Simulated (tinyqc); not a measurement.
# Trap density from one capacitance

Question. Traps spread evenly through the insulator exchange electrons with the semiconductor by tunnelling, with tau(x) = t0 exp(2 ka x) at depth x from the interface. The admittance per area Y seen at depth x obeys dY/dx = -Y^2/(i w eps0 eox) + q Nb ln(1 + i w tau)/tau, with Y(0) = i w Cs and w = 2 pi f; the gate sees Y(tox) = G + i w C. Working variable y = Y/(i w), in uF/cm^2. Cox = eps0 eox/tox. Find Nb and G/w.

Inputs (values chosen for the exercise):
- eox = 8.92 (relative permittivity of the insulator)
- tox = 8 nm (insulator thickness)
- Cs = 7.1 uF/cm^2 (semiconductor capacitance in accumulation)
- ka = 4.2 1/nm (decay constant of the wave function in the insulator)
- t0 = 6e-11 s (time constant of a trap at the interface)
- f = 100 Hz (frequency)

Constants: q = 1.602176634e-19 C, eps0 = 8.8541878128e-14 F/cm where lengths are in cm. Results are converted to the units shown.

C = 0.89303422 uF/cm^2

Answer. C rises steadily with Nb, so one density matches; in practice ka and t0 must come from the frequency dependence.

Nb = 1.300e19 cm^-3 eV^-1
G/w = 0.004505 uF/cm^2

Numbers from tinyqc (`OMP_NUM_THREADS=1 python tinyqc.py 2202084 2202085 out.jsonl`; about 0.6 s on one thread of a shared Intel Xeon 2.30GHz).
